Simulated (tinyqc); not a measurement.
Thickness series: Landau-Devonshire theory of a uniaxial ferroelectric. Computed by tinyqc, a small Python program. Command: `OMP_NUM_THREADS=1 python tinyqc.py 3010296 3010297 out.jsonl ferro walk`. One thread of a shared host (Intel(R) Xeon(R) Processor @ 2.30GHz), about 0.01 s of CPU time with the checks.

G(P) = (alpha/2) P^2 + (beta*/4) P^4 + (gamma/6) P^6 - E P per volume, SI units, one domain, P along the polar axis, which is normal to the film.

Inputs (values chosen for the exercise, for a model ferroelectric): alpha_0 = 827000 J m/(C^2 K); Curie-Weiss temperature T0 = 800 K; beta = 4.37e+08 J m^5/C^4; gamma = 1.17e+09 J m^9/C^6; temperature T = 493 K; misfit strain u_m = -0.012; electrostriction Q12 = -0.043 m^4/C^2; compliance s11 + s12 = 7.5e-12 m^2/N; film thickness d = 36 nm; screening length lambda = 0.03 nm; background permittivity eps_b = 5; series capacitance C_d = 3.4 microfarad/cm^2.

Sample: epitaxial film.

Constants: eps_0 = 8.8541878128e-12 F/m.

Method:
- alpha = alpha_0 (T - T0*), with clamping: T0* = T0 + 4 Q12 u_m/(alpha_0 (s11 + s12)), beta* = beta + 4 Q12^2/(s11 + s12).
- Ps^2 = [-beta* + sqrt(beta*^2 - 4 alpha gamma)]/(2 gamma).
- chi = 1/(eps_0 G''), G'' = alpha + 3 beta* P^2 + 5 gamma P^4 at Ps. Ps, chi and the coercive field are for perfect screening, without a depolarising field. The intrinsic coercive field is |alpha P + beta* P^3 + gamma P^5| at the P_c where G'' = 0. 1 C/m^2 = 100 microcoulomb/cm^2.
- Between shorted electrodes with screening length lambda each, the depolarising field is -k P, k = 2 lambda/(eps_0 (d + 2 lambda eps_b)), so alpha turns into alpha + k.
- The polar state is the lowest uniform state while alpha + k < 0 (beta* > 0) or < 3 beta*^2/(16 gamma) (beta* < 0); setting the equality gives the critical thickness d_c.
- Domains are left out, though they can pre-empt both the loss of P and the state at P = 0. The second and third columns are for the shorted capacitor, polar only where it is the lowest uniform state: alpha + k < 0 (beta* > 0) or < 3 beta*^2/(16 gamma) (beta* < 0). The last column is another circuit, the film in series with C_d at P = 0: 1/C = (alpha d)/(1 + alpha eps_0 eps_b) + 1/C_d, and P = 0 is locally stable while 1/C > 0; a dash marks the rest.

alpha = -5.29089e+08 J m/C^2

beta* = 1.42313e+09 J m^5/C^4

critical thickness d_c = 12.5078 nm

spontaneous polarisation Ps = 54.6366 microcoulomb/cm^2

Against thickness:
```
d (nm)  P (microcoulomb/cm^2)  depolarising field (MV/m)  C of the stack / C_d
1                       0.000                       0.00                1.0188
2                       0.000                       0.00                1.0383
3                       0.000                       0.00                1.0585
5                       0.000                       0.00                1.1014
8                       0.000                       0.00                1.1728
15                     24.044                     106.49                1.3818
30                     43.144                      96.49                2.2352
60                     49.387                      55.50                     -
150                    52.632                      23.73                     -
```

The polar state appears between 8 and 15 nm (d_c = 12.5 nm), and at 150 nm P is 96.3 % of Ps. The stack exceeds C_d wherever it is stable, up to 2.24 times: the ferroelectric held at P = 0 acts as a negative capacitance. Caution: far below T0* the expansion with linear alpha(T) is only a fit.

Extremes, crossings and ranges named in words are read from the listed rows.
